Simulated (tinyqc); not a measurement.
Hole subbands of a hard-walled well, four-band Luttinger model: sweeps and comparisons. A value that a table varies takes the place of the one given here.

Hole energies are counted downwards from the unstrained band edge, c = hbar^2/2m0. After the usual block transformation one block is H = [[P + Q - Zs, R - i S], [R + i S, P - Q + Zs]] in (heavy, light), with P +/- Q = c [(g1 +/- g2) k^2 + (g1 -/+ 2 g2) kz^2], R = sqrt(3) c gR k^2, S = 2 sqrt(3) c g3 k kz, kz = -i d/dz; axial approximation gR = (g2 + g3)/2. Zs = b (e_par - e_perp) is the shear part of the strain (the hydrostatic part shifts all levels alike and is left out). Basis sqrt(2/L) sin(n pi z/L), n = 1 to N, for each component: kz^2 gives (n pi/L)^2 and the heavy-light block is R delta_nm - 2 sqrt(3) c g3 k D_nm with D_nm = 4 n m/(L (n^2 - m^2)) for n + m odd, 0 otherwise. The other block has the same levels. The split-off band is left out.

Constants: hbar^2/2m0 = 3.80998211 eV angstrom^2.

Parameters, chosen for this exercise (near those of InAs; shifted at random, so the results belong to these values and not to a real crystal):
- g1 = 20.02 (Luttinger gamma1)
- g2 = 8.53 (gamma2)
- g3 = 9.21 (gamma3)
- L = 115 angstrom (well width along [001])
- k = 0.0364 1/angstrom (wave vector in the plane)
- Zlist = (-0.1003, -0.0743, -0.0386, -0.0217, 0, 0.042, 0.1004) eV (shear strain energies (negative: tension in the plane, for b < 0))

## Which coupling does what

shear strain energy Zs = 0.048856 eV
N = 20, at the given k. Diagonal: R = S = 0. Along [100] and [110] gR is g2 and g3 instead of their mean.

Hole energies (meV):
```
model         E1      E2      E3      E4
diagonal  103.68  128.93  171.01  212.29
R alone    63.31  114.41  164.27  226.09
S alone    31.80   36.28   94.32   94.41
axial      12.61   25.62   69.22  106.20
[100]      14.05   26.40   70.17  106.13
[110]      11.11   24.81   68.27  106.25
```

The couplings move E1 by -91.08 meV: R alone by -40.37, S alone by -71.89, so S matters more at k L/pi = 1.33 (R grows as k^2 and joins equal n, S as k and joins n of opposite parity). Warping spreads E1 by 2.94 meV between [100] and [110], the hole being heavier along [110]; the axial value lies between them.

## Strain

N = 20. dE is the rise of the top subband from k = 0 to k1 = pi/(4L), m1 = c k1^2/dE (dash if dE is not positive), and the heavy weight is taken at k = pi/L.

Top subband:
```
Zs (eV)  HH1 (meV)  LH1 (meV)  dE (meV)  heavy weight  m1 (m0)
-0.1003      108.7        5.1    -1.138         0.168        -
-0.0743       82.7       31.1    -2.930         0.242        -
-0.0386       47.0       66.8     2.470         0.401    0.072
-0.0217       30.1       83.7     3.790         0.495    0.047
0.0000         8.4      105.4     4.006         0.617    0.044
0.0420       -33.6      147.4     4.216         0.796    0.042
0.1004       -92.0      205.8     4.387         0.911    0.041
```

HH1 and LH1 cross at Zs = -2 c g2 (pi/L)^2 = -0.0485 eV; for more negative Zs the light hole is on top. Among the rows with HH1 on top, m1 goes from 0.072 to 0.041 m0 as the splitting widens from 20 to 298 meV, against the unmixed 1/(g1 + g2) = 0.035: compression lightens the holes here. A dash marks a top subband whose hole energy at k1 lies below that at k = 0: an electron-like (negative) mass. m1 describes the neighbourhood of k = 0 only; where HH1 and LH1 lie close, the band may peak further out.

Computed by tinyqc, a small Python program: `OMP_NUM_THREADS=1 python tinyqc.py 1281149 1281150 out.jsonl` (the numbers bound the seed that draws the inputs); one thread of a shared host (Intel(R) Xeon(R) Processor @ 2.30GHz), about 0.09 s for the whole set of steps.
